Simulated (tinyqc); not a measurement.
Four methods from the same start: geometry relaxation of a small cluster. Computed by tinyqc, a small Python program. Command: `OMP_NUM_THREADS=1 python tinyqc.py 3006223 3006224 out.jsonl relax walk`. One thread of a shared host (Intel(R) Xeon(R) Processor @ 2.30GHz), about 0.01 s of CPU time with the checks.

E = sum_(i<j) phi(r_ij), phi(r) = eps [exp(-2 alpha (r - r0)) - 2 exp(-alpha (r - r0))]; the force on i is -sum_j phi'(r_ij) (R_i - R_j)/r_ij.

Inputs (values chosen for the exercise, for model atoms): length r0 = 2.72 angstrom; well depth eps = 0.39 eV; stiffness alpha = 1.64 1/angstrom; step factor eta = 0.1 angstrom^2/eV; largest number of steps = 500.

Potential: Morse. Method: steepest descent.

starting positions (angstrom), rows atom 1, atom 2, atom 3, columns x, y, z:
```
[[0.07, -0.09, 0.07],
 [2.74, 0.1, -0.29],
 [1.33, 2.53, -0.3]]
```

Method:
- Steepest descent: R(new) = R + eta F.
- No atom moves more than 0.3 angstrom a step (the whole step is scaled). Stop when the largest force component is below 1e-5 eV/angstrom.
- Hessian at the final positions by central differences of the forces; six eigenvalues vanish (translations and rotations). Steepest descent is stable for eta below 2/lambda_max and contracts the softest mode by 1 - eta lambda_min a step.
- Conjugate gradient (Polak-Ribiere): d = F + beta d(old), beta = max(0, F.(F - F(old))/|F(old)|^2), d = F at first; step length from one secant, s = eta (F.d)/(F.d - F(R + eta d).d), replaced by eta if that is not positive; R(new) = R + s d.
- BFGS: R(new) = R + B F with the inverse Hessian B = eta 1 at first; with s = R(new) - R, y = F - F(new), rho = 1/(y.s): B(new) = (1 - rho s y^T) B (1 - rho y s^T) + rho s s^T, skipped if y.s is not positive.
- FIRE with unit mass: if F.v > 0, v = (1 - a) v + a |v| F/|F|, and after more than 5 such steps in a row dt = min(1.1 dt, 5 dt0), a = 0.99 a; else v = 0, a = 0.1, and dt = dt/2 (not at the first step). Then v = v + dt F, R(new) = R + dt v. dt0 = sqrt(eta), a = 0.1 at first.
- In this comparison each method may take up to 1500 steps.

contraction of the softest mode = 0.685322

non-zero eigenvalues (eV/angstrom^2): [3.14678, 3.14688, 6.29366]

condition number = 2.00003

Cost:
```
method              steps  force calls  final E (eV)  calls to reach 1e-2
steepest descent       28           29         -1.17                   11
conjugate gradient      6           13         -1.17                    9
BFGS                   11           12         -1.17                    6
FIRE                   65           66         -1.17                   15
```

What follows from these numbers?

In force calls the order is BFGS (12), conjugate gradient (13), steepest descent (29), FIRE (66). All that converged end at the same energy. Near the minimum steepest descent multiplies the slowest mode by 0.685 in size a step, 6 steps a decade of force, at a condition number of 2.0. On this problem it beats FIRE in force calls.

Extremes, crossings and ranges named in words are read from the listed rows.
